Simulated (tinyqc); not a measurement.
Nucleation and growth of vacancy voids in a cooling silicon-like crystal. Changing the temperature of the worked step T. Computed by tinyqc, a small Python program. Command: `OMP_NUM_THREADS=1 python tinyqc.py 3001414 3001415 out.jsonl voids sweep`. One thread of a shared host (Intel(R) Xeon(R) Processor @ 2.30GHz), about 0.05 s of CPU time with the checks.

Spherical voids; vacancies are lost only to voids.

Inputs (values chosen for the exercise, for a model crystal):
```
quantity                                    value    unit
vacancy density at the melting point C_m  4.2e+14  1/cm^3
formation energy E_f                         4.17      eV
melting point T_m                            1685       K
diffusion prefactor D0                    0.00046  cm^2/s
migration energy E_m                         0.38      eV
site density rho                            5e+22  1/cm^3
void surface energy gamma                    0.95   J/m^2
vacancy excess C0                         2.8e+13  1/cm^3
```

Vacancy supply: given.

Constants: k_B = 8.617333262e-05 eV/K; k_B = 1.380649e-23 J/K; e = 1.602176634e-19 C.

Method. C = C0 as given. C_e = C_m exp[-(E_f/k_B)(1/T - 1/T_m)]; D = D0 exp(-E_m/(k_B T)); f = k_B T ln(C/C_e); r* = 2 gamma/(rho f); W* = 16 pi gamma^3/(3 rho^2 f^2); Z = f/sqrt(12 pi W* k_B T); I = rho Z (4 pi r* D C) exp(-W*/(k_B T)).

One run for each value:
```
temperature of the worked step T (K)  rate I (1/(cm^3 s))  W*/(k_B T)  critical radius r* (nm)  C_e (1/cm^3)
1300                                           2.4779e+11       29.57                  0.36521    8.5020e+10
1320                                           1.4567e+09       34.67                  0.39845    1.4944e+11
1340                                           1.7679e+06       41.33                  0.43833    2.5828e+11
1360                                           2.1407e+02       50.28                  0.48709    4.3927e+11
1390                                           2.1575e-07       70.87                  0.58463    9.4677e+11
1410                                           4.5068e-17       93.06                  0.67471    1.5513e+12
1430                                           2.1079e-32      128.22                  0.79761    2.5070e+12
```

Give the missing row, temperature of the worked step T (K) = 1370.

Computed row:
```
temperature of the worked step T (K)  rate I (1/(cm^3 s))  W*/(k_B T)  critical radius r* (nm)  C_e (1/cm^3)
1370                                           7.0043e-01       55.97                  0.51577    5.6954e+11
```

Interpolating between the two neighbouring rows (linearly) misses most in rate I (1/(cm^3 s)), by a factor of 200. Over the rows, rate I (1/(cm^3 s)) falls from 2.48e11 to 2.11e-32 (exponent d ln y / d ln x -340 between the first rows and -2500 between the last); W*/(k_B T) rises from 29.6 to 128 (exponent d ln y / d ln x 10 between the first rows and 23 between the last); critical radius r* (nm) rises from 0.365 to 0.798 (exponent d ln y / d ln x 5.7 between the first rows and 12 between the last).

Caution (rows 1300): at such a rate voids would have used up the initial excess before the crystal cooled to this T.
